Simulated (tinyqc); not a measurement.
Inside a calculation. Model: van der Pauw, Hall and four-point-probe measurements on a doped layer.

Numbers from tinyqc (`OMP_NUM_THREADS=1 python tinyqc.py 2850138 2850139 out.jsonl`; about 0.01 s on one thread of a shared Intel Xeon 2.30GHz). Printed values are rounded.

A uniform p-type layer with sheet resistance Rs = 1/(q ns mu), point contacts, low field (mu B small).

Inputs (values chosen for the exercise): sheet density of the layer ns = 1.4e12 cm^-2; drift mobility mu = 180 cm^2/(V s); Hall factor rH = 1; magnetic field B = 0.5 T; current I = 50 uA; side ratio a/b of a rectangular sample with corner contacts ar = 1.84; thickness of the layer t = 24 nm.

Constants: q = 1.602176634e-19 C. Results are converted to the units shown.

## Resistances and Hall voltage

Rs = 1/(q ns mu). For a rectangle with contacts at the corners, RA = (8 Rs/pi) sum_(k>=0) ln coth((2k + 1) pi a/(2 b)) with current along a short side b and voltage along the opposite one, RB the same with a and b exchanged; Hall voltage VH = rH B I/(q ns), negative for electrons.

Rs = 24767.9 ohm/square
RA = 389.415 ohm
RB = 23908.0 ohm
VH = 11.1456 mV

RB/RA = 61.4; for a square both equal Rs ln 2/pi = 5460 ohm.

## Starting value

z = 2 ln 2/(pi (RA + RB)), exact for RA = RB.

z at the start = 0.0181612 mS

## Iteration 1: new z

The van der Pauw equation exp(-pi RA z) + exp(-pi RB z) = 1 is solved for z = 1/Rs: e1 = exp(-pi RA z), e2 = exp(-pi RB z), f = e1 + e2 - 1, f' = -pi (RA e1 + RB e2), z(new) = z - f/f'.

e1 = 0.978027
e2 = 0.255617
f = 0.233644
f' = -20.3957 kohm
z after iteration 1 = 0.0296168 mS

## Iteration 2: new z

As before.

e1 = 0.964416
e2 = 0.108122
f = 0.0725381
f' = -9.30082 kohm
z after iteration 2 = 0.0374159 mS

## Iteration 3: new z

As before.

e1 = 0.955258
e2 = 0.0601882
f = 0.0154462
f' = -5.68934 kohm
z after iteration 3 = 0.0401308 mS

## Course of the iteration

Stop when the step is below 1e-10 mS, or after 40 iterations.

Course of the iteration:
```
iteration,z before the step (mS),step (mS)
1,0.0181612,0.0115
2,0.0296168,7.80e-3
3,0.0374159,2.71e-3
4,0.0401308,2.42e-4
5,0.0403732,1.70e-6
6,0.0403749,8.24e-11
```

Converged in 6 iterations.

## Sheet density, mobility and bulk values

converged z = 0.0403749 mS

Rs = 1/z; Hall sheet density B I/(q |VH|); Hall mobility |VH|/(Rs B I); true values ns = rH times the Hall density, mu = Hall mobility/rH; bulk density ns/t, resistivity Rs t; correction factor F = Rs/[(pi/ln 2)(RA + RB)/2].

Rs = 24767.9 ohm/square
Hall sheet density = 1.4e12 cm^-2
Hall mobility = 180 cm^2/(V s)
ns = 1.4e12 cm^-2
mu = 180 cm^2/(V s)
bulk density = 5.83333e17 cm^-3
resistivity = 0.0594429 ohm cm
F = 0.449815

Taking the mean of RA and RB without F would overstate Rs by 120 %.
